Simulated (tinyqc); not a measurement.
UKS/BLYP in the 3-21g basis, for H2-, spin multiplicity 2, step by step. The basis has no diffuse functions, so it cannot describe the extra electron: this is an exercise in the method, not the real anion. One step of it, computed by the program tinyqc.

Question. Iteration 2: building the Kohn-Sham matrix. J_ij = sum D_kl (ij|kl) with D = D(alpha) + D(beta); F = H + J + V_xc; E = tr D H + tr D J / 2 + E_xc + E_nn.

D(alpha) after iteration 1:
```
           1H 1s      1H 2s      2H 1s      2H 2s
1H 1s   0.081004   0.295139   0.025606  -0.121007
1H 2s   0.295139   1.705248  -0.121007  -1.420827
2H 1s   0.025606  -0.121007   0.081004   0.295139
2H 2s  -0.121007  -1.420827   0.295139   1.705248
```

D(beta) after iteration 1:
```
          1H 1s     1H 2s     2H 1s     2H 2s
1H 1s  0.047968  0.084550  0.047968  0.084550
1H 2s  0.084550  0.149029  0.084550  0.149029
2H 1s  0.047968  0.084550  0.047968  0.084550
2H 2s  0.084550  0.149029  0.084550  0.149029
```

core Hamiltonian H = T + V (hartree):
```
           1H 1s      1H 2s      2H 1s      2H 2s
1H 1s  -0.744115  -0.855154  -0.502033  -0.620683
1H 2s  -0.855154  -0.903902  -0.620683  -0.775961
2H 1s  -0.502033  -0.620683  -0.744115  -0.855154
2H 2s  -0.620683  -0.775961  -0.855154  -0.903902
```

Two-electron integrals (ij|kl) in chemists' order, unique and non-zero (hartree):
```
(11|11) 1.140145   (21|11) 0.611403   (21|21) 0.345152   (22|11) 0.626370
(22|21) 0.380329   (22|22) 0.482957   (31|11) 0.220653   (31|21) 0.127259
(31|22) 0.144528   (31|31) 0.065364   (32|11) 0.256012   (32|21) 0.157077
(32|22) 0.201330   (32|31) 0.087104   (32|32) 0.136874   (33|11) 0.562900
(33|21) 0.354197   (33|22) 0.475144   (33|31) 0.220653   (33|32) 0.377154
(33|33) 1.140145   (41|11) 0.377154   (41|21) 0.214027   (41|22) 0.237915
(41|31) 0.087104   (41|32) 0.110237   (41|33) 0.256012   (41|41) 0.136874
(42|11) 0.439392   (42|21) 0.269095   (42|22) 0.349211   (42|31) 0.117703
(42|32) 0.176276   (42|33) 0.439392   (42|41) 0.176276   (42|42) 0.276609
(43|11) 0.354197   (43|21) 0.221440   (43|22) 0.296872   (43|31) 0.127259
(43|32) 0.214027   (43|33) 0.611403   (43|41) 0.157077   (43|42) 0.269095
(43|43) 0.345152   (44|11) 0.475144   (44|21) 0.296872   (44|22) 0.406444
(44|31) 0.144528   (44|32) 0.237915   (44|33) 0.626370   (44|41) 0.201330
(44|42) 0.349211   (44|43) 0.380329   (44|44) 0.482957
```

nuclear repulsion = 0.57332309 hartree

V_xc(alpha) (hartree):
```
           1H 1s      1H 2s      2H 1s      2H 2s
1H 1s  -0.589498  -0.325490  -0.136638  -0.205016
1H 2s  -0.325490  -0.354818  -0.205016  -0.275334
2H 1s  -0.136638  -0.205016  -0.589498  -0.325490
2H 2s  -0.205016  -0.275334  -0.325490  -0.354818
```

V_xc(beta) (hartree):
```
           1H 1s      1H 2s      2H 1s      2H 2s
1H 1s  -0.529496  -0.292620  -0.132784  -0.190472
1H 2s  -0.292620  -0.316314  -0.190472  -0.252471
2H 1s  -0.132784  -0.190472  -0.529496  -0.292620
2H 2s  -0.190472  -0.252471  -0.292620  -0.316314
```

E_xc = sum of w rho eps_xc = -0.94547870 hartree

Give: Coulomb J; F(alpha); F(beta); total energy of this density.

Answer.

Coulomb J (hartree):
```
        1H 1s   1H 2s   2H 1s   2H 2s
1H 1s  1.8641  1.1177  0.4837  0.7244
1H 2s  1.1177  1.4065  0.7244  1.1051
2H 1s  0.4837  0.7244  1.8641  1.1177
2H 2s  0.7244  1.1051  1.1177  1.4065
```

F(alpha) (hartree):
```
         1H 1s    1H 2s    2H 1s    2H 2s
1H 1s   0.5305  -0.0629  -0.1550  -0.1013
1H 2s  -0.0629   0.1478  -0.1013   0.0538
2H 1s  -0.1550  -0.1013   0.5305  -0.0629
2H 2s  -0.1013   0.0538  -0.0629   0.1478
```

F(beta) (hartree):
```
         1H 1s    1H 2s    2H 1s    2H 2s
1H 1s   0.5905  -0.0301  -0.1511  -0.0868
1H 2s  -0.0301   0.1863  -0.0868   0.0767
2H 1s  -0.1511  -0.0868   0.5905  -0.0301
2H 2s  -0.0868   0.0767  -0.0301   0.1863
```

total energy of this density = -0.950180 hartree
